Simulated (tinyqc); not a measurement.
Equilibrium and kinetic segregation of a solute to boundaries and growing surfaces: one step, computed by the program tinyqc.

Problem. How fast the boundary fills. McLean kinetics from a uniform start, fed from both sides, with a constant enrichment beta = theta_inf/x0: (theta - x0)/(theta_inf - x0) = 1 - exp(s^2) erfc(s), s = 2 sqrt(D t)/(beta delta); half filling at s = 0.7691, t = (0.7691 beta delta/2)^2/D. D is an input and does not follow T.

Inputs (values chosen for the exercise, modelled on arsenic in polycrystalline silicon):

| quantity | value | unit |
|---|---|---|
| total solute fraction x0 | 0.001 | - |
| temperature T | 1150 | K |
| boundary thickness delta | 0.52 | nm |
| bulk diffusivity D | 7.5e-21 | m^2/s |
| anneal time t | 340 | s |

coverage theta_inf = 0.08556944

Give: s; degree of filling; time to half filling; diffusion length sqrt(D t).

Solution.

s = 0.07178

degree of filling = 0.07610

time to half filling = 39038 s

diffusion length sqrt(D t) = 1.597 nm
